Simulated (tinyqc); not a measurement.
# Input admittance of a MOSFET at zero drain bias: distributed channel and distributed gate: effects of single changes

Source and drain grounded, strong inversion, w = 2 pi f, Cox = eps0 eox/tox. The channel is an RC line of resistance 1/(mu Cox Vo) per square fed from both ends, so one finger has the intrinsic admittance y = i w Cox L tanh(g)/g per width, g = (1/2) sqrt(i w tau), tau = L^2/(mu Vo). The vertical resistance rv/L is in series with y, the overlaps 2 i w Cov in parallel: y_t = 1/(1/y + rv/L) + 2 i w Cov. The gate strip is a line of Rsh/L per length loaded by y_t, so a finger has Y = y_t Wf tanh(k)/k, k = (Wf/sd) sqrt(y_t Rsh/L); the device has Nf Y.

Values chosen for this exercise; values of the order met in silicon radio-frequency transistors:
```
symbol,value,unit,meaning
eox,25.6,,relative permittivity of the gate insulator (close to zirconium oxide)
tox,6.6,nm,insulator thickness
L,0.25,um,channel length
Wf,15,um,finger width
Nf,1,,number of fingers
mu,120,cm^2/(V s),channel mobility
Vo,0.58,V,gate overdrive
Rsh,20,ohm/square,sheet resistance of the gate
rv,0,ohm um^2,vertical resistivity of the gate stack
sd,2,,number of ends at which a finger is contacted
Cov,0.16,fF/um,overlap and fringe capacitance on each side
f,5.2,GHz,frequency
```

Constants: eps0 = 8.8541878128e-14 F/cm where lengths are in cm. Results are converted to the units shown.

Each table varies one quantity; the others keep the values above.

## Input impedance against frequency

Low-frequency limits, with c = Cox L and ct = c + 2 Cov: R_strip = Rsh Wf/(3 sd^2 L Nf), R_ch = (c/ct)^2 L/(12 mu Cox Vo Wf Nf), R_vert = (c/ct)^2 rv/(L Wf Nf), C = ct Wf Nf. Z = 1/(Nf Y) = R + 1/(i w C), Q = |Im Z|/R, far-point signal |1/cosh k|.

The same in every row: low-frequency R (ohm) = 105.4.

Input impedance against frequency:
```
f (GHz),w tau,|k|,R (ohm),C (fF),Q,signal at the far point
0.05,0.002821,0.1122,105.4,133.6,226.1,1.000
0.1,0.005642,0.1587,105.4,133.6,113.0,0.9999
0.4,0.02257,0.3174,105.4,133.6,28.27,0.9991
1,0.05642,0.5018,105.4,133.4,11.32,0.9942
3,0.1693,0.8691,105.0,131.9,3.831,0.9510
8,0.4514,1.419,102.5,123.0,1.578,0.7527
20,1.128,2.237,91.26,93.72,0.9304,0.3979
60,3.385,3.787,63.00,55.31,0.7613,0.09937
200,11.28,5.873,45.47,34.17,0.5122,0.01074
```

Read the table: what changes, and by how much?

R falls from 105 to 45.5 ohm and C falls from 134 to 34.2 fF. Q goes as f^(-1.00) between the first two rows and f^(-0.33) between the last two, where w tau = 11.3 and |k| = 5.87. The low-frequency limits hold both R and C within 5 % up to f = 3 GHz among the rows.

## Effect of the channel length

Same model as above.

Result of one run:
```
L (um),w tau,|k|,R (ohm),low-frequency R (ohm),C (fF),Q,signal at the far point
0.058,0.01579,1.210,426.2,432.0,33.13,2.167,0.8571
```

What becomes of these results when the channel length L is changed from 0.058 to 0.11 um, all else the same?

Result of the changed run:
```
L (um),w tau,|k|,R (ohm),low-frequency R (ohm),C (fF),Q,signal at the far point
0.11,0.05680,1.170,226.7,229.4,59.05,2.286,0.8703
```

The whole series:
```
L (um),w tau,|k|,R (ohm),low-frequency R (ohm),C (fF),Q,signal at the far point
0.03,0.004225,1.286,819.6,833.7,19.12,1.953,0.8277
0.058,0.01579,1.210,426.2,432.0,33.13,2.167,0.8571
0.11,0.05680,1.170,226.7,229.4,59.05,2.286,0.8703
0.22,0.2272,1.147,116.9,118.3,113.8,2.299,0.8720
0.42,0.8281,1.134,67.93,68.87,213.3,2.112,0.8546
0.8,3.004,1.107,48.51,49.42,399.1,1.581,0.7982
1.6,12.02,0.9151,49.82,52.38,687.7,0.8932,0.7678
3,42.25,0.6261,53.84,77.63,685.5,0.8293,0.8700
```

As L goes from 0.03 to 3, R goes from 820 through a minimum of 48.5 (at L = 0.8 among the rows listed) to 53.8 ohm, C goes from 19.1 through a maximum of 688 (at L = 1.6 among the rows listed) to 685 fF and Q goes from 1.95 through a maximum of 2.30 (at L = 0.22 among the rows listed) to 0.829. R_strip falls as 1/L while R_ch grows with L, which gives the minimum of R.

tinyqc, about 0.01 s, one thread, Intel Xeon 2.30GHz (shared host): `OMP_NUM_THREADS=1 python tinyqc.py 2262021 2262022 out.jsonl`
